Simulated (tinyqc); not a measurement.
Bandgap voltage reference from two bipolar transistors: output against temperature.

Two transistors of area 1 and N carry the same current I. Is(T) = Is (T/T0)^eta exp[(Vg0 q/kB)(1/T0 - 1/T)], VBE1 = Vt ln(I/Is(T)) + I rb, VBE2 = Vt ln(I/(N Is(T))) + I rb/N. The amplifier forces I R1(T) = VBE1 - VBE2 + Vos, with R(T) = R (1 + tc (T - T0)) for both resistors, and the output is Vref = VBE1 + I R2(T). Base currents and the Early effect are neglected.

Vt = kB T/q; I = (Vt ln N + Vos)/(R1(T) - rb (1 - 1/N)).

Inputs (values chosen for the exercise); values of the order met in silicon bipolar transistors:

| symbol | value | unit | meaning |
|---|---|---|---|
| T0 | 300 | K | reference temperature |
| Vg0 | 1.179 | V | band-gap voltage extrapolated to 0 K |
| eta | 3.6 |  | temperature exponent of the saturation current |
| Is | 9.1e-16 | A | saturation current of the unit transistor at T0 |
| N | 15 |  | area ratio of the second transistor |
| R1 | 6.4 | kohm | resistor across which the difference of VBE falls, at T0 |
| tc | 0 | ppm/K | temperature coefficient of both resistors |
| Vos | 0 | mV | offset of the amplifier |
| rb | 99 | ohm | series resistance of the unit transistor |
| R2 | 57.22 | kohm | output resistor at T0 |

Constants: q = 1.602176634e-19 C, kB = 1.380649e-23 J/K. Results are converted to the units shown.

Results:

| T (K) | I (uA) | VBE1 (V) | I R2 (V) | Vref (V) | Vref - Vref(T0) (mV) | dVref/dT (uV/K) |
|---|---|---|---|---|---|---|
| 218 | 8.0653 | 0.77494 | 0.46150 | 1.2364 | -0.14519 | 39.439 |
| 233 | 8.6203 | 0.74367 | 0.49325 | 1.2369 | 0.33334 | 24.530 |
| 253 | 9.3602 | 0.70163 | 0.53559 | 1.2372 | 0.63690 | 6.0791 |
| 273 | 10.100 | 0.65924 | 0.57793 | 1.2372 | 0.58586 | -10.967 |
| 323 | 11.950 | 0.55188 | 0.68378 | 1.2357 | -0.93092 | -48.648 |
| 348 | 12.875 | 0.49752 | 0.73670 | 1.2342 | -2.3585 | -65.351 |
| 373 | 13.800 | 0.44277 | 0.78963 | 1.2324 | -4.1888 | -80.895 |
| 398 | 14.725 | 0.38764 | 0.84255 | 1.2302 | -6.3948 | -95.430 |
| 423 | 15.650 | 0.33216 | 0.89548 | 1.2276 | -8.9529 | -109.08 |

Estimate the missing row, T = 298 K.

Computed row:

| T (K) | I (uA) | VBE1 (V) | I R2 (V) | Vref (V) | Vref - Vref(T0) (mV) | dVref/dT (uV/K) |
|---|---|---|---|---|---|---|
| 298 | 11.025 | 0.60579 | 0.63086 | 1.2366 | 0.062698 | -30.599 |

With this row back in the table: VBE1 falls by 2.16 mV/K on average and I R2 rises by 2.12 mV/K. The slope of Vref vanishes at T = 260 K. Between 233 and 398 K Vref spans 7.05 mV, or 34.6 ppm/K by the box method (span over the average over T, over 165 K).

Program tinyqc, `OMP_NUM_THREADS=1 python tinyqc.py 2062187 2062188 out.jsonl`; Intel Xeon 2.30GHz, shared host, one thread, about 0.03 s.
